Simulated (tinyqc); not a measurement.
Worked calculation: coherent transport through a tight-binding region between two chains. One step of it, computed by the program tinyqc.

Question. Transmission at E = 0.66 eV. Surface Green function g = (E - i sqrt(4 t^2 - E^2)) / (2 t^2); self-energy tc^2 g on each contact site; G = (E - H - Sigma)^(-1); Gamma = -2 Im Sigma; T = Gamma_L Gamma_R |G_LR|^2; local density of states -Im G_ii / pi.

H of the central region (eV):
```
           1          2          3          4          5
1   0.000000  -1.490000   0.000000   0.000000   0.000000
2  -1.490000   0.000000  -0.320000   0.000000   0.000000
3   0.000000  -0.320000   0.000000  -1.490000   0.000000
4   0.000000   0.000000  -1.490000   0.000000  -1.490000
5   0.000000   0.000000   0.000000  -1.490000   0.000000
```

Leads: semi-infinite chains with site energy 0:
```
parameter                           value
lead hopping t (eV)              2.940000
coupling to the left lead (eV)   0.740000
coupling to the right lead (eV)  1.460000
left contact site                       1
right contact site                      5
```

E = 0.660000 eV

Give: g; G; local density of states; transmission.

Answer.

g = 0.0382-0.3380i 1/eV

G (1/eV):
```
                 1                2                3                4
1  -0.3268-0.0503i   0.8051+0.0622i  -0.1389+0.1059i  -0.1114-0.0603i
2   0.8051+0.0622i  -0.3376-0.1267i   0.0727-0.0282i   0.0403+0.0397i
3  -0.1389+0.1059i   0.0727-0.0282i   0.4967-0.4349i   0.4355+0.1987i
4  -0.1114-0.0603i   0.0403+0.0397i   0.4355+0.1987i  -0.2016-0.0965i
5   0.1882-0.0792i  -0.0906+0.0106i  -0.6896+0.3469i   0.3249-0.1559i

                 5
1   0.1882-0.0792i
2  -0.0906+0.0106i
3  -0.6896+0.3469i
4   0.3249-0.1559i
5   0.5457-0.2778i
```

local density of states (1/eV): 0.0160  0.0403  0.1384  0.0307  0.0884

transmission = 0.0222
